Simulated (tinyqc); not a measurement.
Dielectric confinement in a thin film (image charges): sweeps and comparisons. A value that a table varies takes the place of the one given here.

A film |z| < t/2 of dielectric constant eps between half-spaces of dielectric constant e2; lam = (eps - e2)/(eps + e2), q = e^2/(4 pi eps0). The self-energy of a band edge is taken with the high-frequency value, e2 = eh, and the field of a fixed ion with the static one, e2 = eo. A charge at z has images lam^|n| at n t + (-1)^n z. Its self-energy is S(z) = (q/2 eps) sum over n >= 1 of lam^n [1/(n t - 2z) + 1/(n t + 2z)] for odd n and 2 lam^n/(n t) for even n; at the centre S(0) = -(q/(eps t)) ln(1 - lam).

Donor at the centre, lam from the static eo, trial function cos(pi z/t) exp(-rho/l): E(l) = c/(m l^2) - (q/eps) times the integral over k of F(k t) (1 + (k l/2)^2)^(-3/2), with F(x) = F0 + 2 lam exp(-x) G/(1 - lam exp(-x)), F0 = 2[(1 - exp(-x/2))/x + x (1 + exp(-x/2))/(x^2 + 4 pi^2)], G = 2 sinh(x/2)[1/x - x/(x^2 + 4 pi^2)]; c = hbar^2/2m0. The binding energy is -E at the minimum, counted from the subband edge with its self-energy.

Constants: e^2/(4 pi eps0) = 14.39964547 eV angstrom; hbar^2/2m0 = 3.80998211 eV angstrom^2; Ry = 13.60569312 eV.

Values chosen for the exercise (near those of a Ge film between layers of SiO2; shifted at random, so the results belong to these values and not to a real crystal):
```
symbol  value                          unit      meaning
eps     16.3                                     dielectric constant of the film
eh      2.1                                      high-frequency dielectric constant outside
eo      4.1                                      static dielectric constant outside
m       0.151                          m0        mass in the plane
mz      0.121                          m0        mass across the film
ts      (12, 18, 26, 38, 55, 80, 120)  angstrom  thicknesses
t       28                             angstrom  film thickness
```

## Thinning the film

<S> is the mean over (2/t) cos^2(pi z/t); confinement c (pi/t)^2/mz; donor binding with and without images.

Results:
```
t (angstrom)  <S> (meV)  confinement (meV)  binding, no images (meV)  binding (meV)  l (angstrom)
12                121.4             2158.1                      25.7          106.1          22.7
18                 80.9              959.2                      24.1           84.7          26.3
26                 56.0              459.7                      22.3           68.4          30.1
38                 38.3              215.2                      20.2           54.4          34.6
55                 26.5              102.7                      18.1           43.2          39.8
80                 18.2               48.6                      15.9           34.0          45.9
120                12.1               21.6                      13.5           26.1          53.7
```

What does this show, and why?

Between 120 and 12 angstrom the binding goes from 26.1 to 106.1 meV; quantum confinement alone would take it from 13.5 to 25.7, so the images supply +12.6 and +80.4 meV. |<S>| goes as 1/t and exceeds the confinement energy beyond 213 angstrom. Hard-wall energies above 300 meV (up to t = 26 angstrom) overstate the confinement: walls are finite and valleys non-parabolic.

## Choice of the surrounding dielectric

The same film between different dielectrics; in this table one value e2 serves for both eo and eh.

Results:
```
case         lam  <S> (meV)  binding (meV)  l (angstrom)
e2 = 1     0.884       74.3          136.3          28.0
e2 = 2.5   0.734       46.9           88.0          29.5
e2 = 3.9   0.614       34.3           67.6          30.7
e2 = 7.5   0.370       17.1           42.6          33.5
e2 = 16    0.009        0.4           22.3          38.8
e2 = 25   -0.211       -7.5           14.4          43.2
e2 = 80   -0.661      -20.6            4.2          59.6
```

What does this show, and why?

The binding spans a factor 32.7, from 136 meV in vacuum to 4.2 meV for e2 = 80; going from 3.9 to 25 changes it by -53.2 meV and the band edge by -41.8 meV, so the binding responds 1.27 times as much as the edge (for an orbit much smaller than t the binding would change by twice the change of S(0), -72.1 meV; here l/t = 1.10 for e2 = 3.9).

## What each parameter does

<S> is the mean over (2/t) cos^2(pi z/t). Each row changes one parameter from the base and keeps the others.

Results:
```
case             lam from eh  <S> (meV)  binding (meV)  l (angstrom)
base                   0.772       52.0           65.5          30.9
t = 38 angstrom        0.772       38.3           54.4          34.6
eps = 14.7             0.750       54.3           70.8          29.3
eo = 5.7               0.772       52.0           52.3          32.2
eh = 2.7               0.716       44.7           65.5          30.9
m = 0.181 m0           0.772       52.0           70.4          27.6
```

How do the results move?

The largest shifts from the base row, up to three for each result and ties (the steps differ in size, so this ranks the rows, not the parameters). lam from eh: eh -0.056, eps -0.022; unchanged at the printed digits by t, eo and m. <S> (meV): t -13.7, eh -7.3, eps +2.3; unchanged at the printed digits by eo and m. binding (meV): eo -13.2, t -11.1, eps +5.4; unchanged at the printed digits by eh. l (angstrom): t +3.7, m -3.3, eps -1.6; unchanged at the printed digits by eh.

Run: tinyqc, `OMP_NUM_THREADS=1 python tinyqc.py 1282582 1282583 out.jsonl`; Intel(R) Xeon(R) Processor @ 2.30GHz, one thread, shared host; about 0.05 s of CPU time with all checks.
